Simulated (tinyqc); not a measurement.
States in the gap of a film: thin (001) film in sp3s* tight binding with raised dangling bonds.

Planes alternate anion (a), cation (c) along [001], a/4 apart, starting with an anion; zero in-plane momentum; levels counted from the bulk Ev, the lower root of [[Epa, Vxx], [Vxx, Epc]]; no spin-orbit coupling. Block of s, pz, s*: from an anion to the cation above, Vss/2 (s,s), Vsapc/2 (s,z), -Vscpa/2 (z,s), Vxx/2 (z,z), Vxapc/2 (s*,z), -Vpaxc/2 (z,s*); to the cation below the same with the s-z and s*-z signs reversed. Block of u = (px + py)/sqrt2 and v = (px - py)/sqrt2: to the cation above (Vxx + Vxy)/2 for u and (Vxx - Vxy)/2 for v, to the cation below the reverse. Each surface atom has two dangling sp3 hybrids; raising both by dl adds (dl/2) [[1, t], [t, 1]] to its s, pz levels (t = -1 at the bottom face, +1 at the top) and dl to the one of u, v in whose plane the missing bonds lie (v for a bottom anion or a top cation, u for a top anion).

Parameters, chosen for this exercise (out of a larger set: near a published set for SiC, fitted to gaps, whose masses and valley positions are rough; not measured data): p = (-8.428, 2.117, -4.855, 4.339, 9.642, 9.342, -12.387, 3.048, 5.937, 9.52, 9.182, 8.689, 4.396) eV (order Esa, Epa, Esc, Epc, Exa, Exc, Vss, Vxx, Vxy, Vsapc, Vscpa, Vxapc, Vpaxc); Nw = 23 (planes in the thicker film).

edges (eV): Gamma 5.88983, Delta 2.37997

Levels between 0 and the lower bulk edge, the largest weight on the two outer planes of both faces among them, and the nearest levels outside, for several shifts dl.

Film of Nw planes:
```
dl (eV)  levels in the gap                     at (eV)  surface weight  next above (eV)  next below (eV)
0                        4  0.298, 0.377, 2.133, 2.133            0.90           2.4099          -0.0675
1                        2                0.758, 0.790            0.74           2.4102          -0.0663
2                        2                1.286, 1.301            0.80           2.4109          -0.0655
3                        2                1.846, 1.854            0.82           2.4129          -0.0651
5                        0                           -               -           2.4037          -0.0644
10                       0                           -               -           2.4079          -0.0638
30                       0                           -               -           2.4086          -0.0631
100                      0                           -               -           2.4087          -0.0628
```

Can the levels of the bare film be read as confined subbands?

No: with bare surfaces (dl = 0) 4 levels lie in the bulk gap, with up to 90 % of the weight on the four outer planes, two a face, where an even spread gives 17 %; these are dangling-bond states, not subbands. The reruns show the bulk gap clear from dl = 5 eV on, and at dl = 30 eV the next level above lies -0.1 meV from its value at 100 eV.

Program tinyqc; command `OMP_NUM_THREADS=1 python tinyqc.py 1480937 1480938 out.jsonl`; about 0.3 s on one thread of a shared Intel(R) Xeon(R) Processor @ 2.30GHz.
